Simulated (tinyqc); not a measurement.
# Band bending at a free surface with one surface level, surface photovoltage and Kelvin probe: two studies

n-type bulk, xi = Ec - EF = Vt ln(Nc/Nd), p0 = ni^2/Nd, ni = sqrt(Nc Nv) exp(-Eg/(2 Vt)), Eg in volts. b is the upward band bending, u = b/Vt. Space charge per area, in units of q: Qc = sign(b) sqrt((2 eps0 eps_r Vt/q) [(Nd + dn)(exp(-u) - 1) + Nd u + (p0 + dn)(exp(u) - 1)]), with dn the excess density under light (flat quasi-Fermi levels; 0 in the dark). The level holds -Ns f, f = 1/(1 + exp((xi + b - Es)/Vt)). Neutrality: Qc + Qf + (charge of the states) = 0.

Parameters, values chosen for the exercise; band and dielectric values those of a made-up semiconductor:
- T = 300 K (temperature)
- Eg = 1.09 eV (band gap)
- eps_r = 9.57 (relative permittivity)
- Nc = 3.43e19 cm^-3 (conduction-band density of states at T)
- Nv = 3.16e19 cm^-3 (valence-band density of states at T)
- chi = 5.25 eV (electron affinity)
- Nd = 6.7e15 cm^-3 (donor density)
- Qf = 2.8e10 cm^-2 (fixed positive charge at the surface)
- pt = 4.38 eV (work function of the probe tip)
- Ns = 6.3e11 cm^-2 (density of an acceptor-like surface level)
- Es = 0.46 eV (its depth below the conduction edge)

Constants: q = 1.602176634e-19 C, kB = 1.380649e-23 J/K, Vt = kB T/q, eps0 = 8.8541878128e-14 F/cm where lengths are in cm. Results are converted to the units shown.

Each table varies one quantity; the others keep the values above.

## Kelvin-probe contrast of the doping

Work function chi + xi + b; contact potential difference CPD = (work function of the sample) - pt. b solves the neutrality condition in the dark.

Kelvin-probe contrast of the doping:
```
Nd (cm^-3)  xi (eV)    b (V)  CPD (mV)
1.3e14       0.3227   0.2044      1397
6.7e14       0.2803   0.2349      1385
3.5e15       0.2376   0.2596      1367
1.9e16       0.1939   0.2766      1340
9.8e16       0.1514   0.2663      1288
5.2e17       0.1083  0.09097      1069
2.7e18      0.06571  0.03064     966.4
```

What does the table show?

xi falls by 257 mV over the table and the CPD by 431 mV; b goes from 0.204 through a maximum of 0.277 (at Nd = 1.9e16 cm^-3 among the rows listed) to 0.0306 V. Between the first two rows the CPD follows 28.1 % of the change of xi, and between the last two 242 %. It is below 100 % where b rises with the doping (pinning hides it). It exceeds 100 % where b falls as the doping rises.

## Photovoltage against injection

Same model as above.

Under chopped light the surface charge keeps its dark value, so b falls to bL with Qc(bL, dn) = Qc(b, 0); the photovoltage is b - bL.

Result of one run:
```
dn (cm^-3)   bL (V)  photovoltage (mV)  share of b removed (%)
6.6e6       0.26732          7.8828e-4               2.9488e-4
```

What becomes of these results when the excess carrier density under light dn is changed from 6.6e6 to 6.5e16 cm^-3, all else the same?

Result of the changed run:
```
dn (cm^-3)    bL (V)  photovoltage (mV)  share of b removed (%)
6.5e16      0.024045             243.27                  91.005
```

The whole series:
```
dn (cm^-3)    bL (V)  photovoltage (mV)  share of b removed (%)
6.6e6        0.26732          7.8828e-4               2.9488e-4
1.2e8        0.26730           0.014325               0.0053587
2.1e9        0.26707            0.24842                0.092932
3.7e10       0.26350             3.8132                  1.4265
6.5e11       0.24016             27.155                  10.158
1.2e13       0.19139             75.926                  28.403
2.1e14       0.13249             134.82                  50.436
3.6e15      0.071539             195.78                  73.238
6.5e16      0.024045             243.27                  91.005
```

The photovoltage rises from 7.88e-4 to 243 mV, towards the full b = 267 mV. Its steepest rise is 49.4 mV a decade (Vt ln 10 = 59.5 mV), and it reaches 91.0 % of b in the last row: even strong light does not flatten the bands fully, so a saturation reading understates b. For dn = 6.5e16 the injection is high, and a Dember voltage, left out here, adds to the signal.

Program tinyqc, `OMP_NUM_THREADS=1 python tinyqc.py 2430040 2430041 out.jsonl`; Intel Xeon 2.30GHz, shared host, one thread, about 0.01 s.
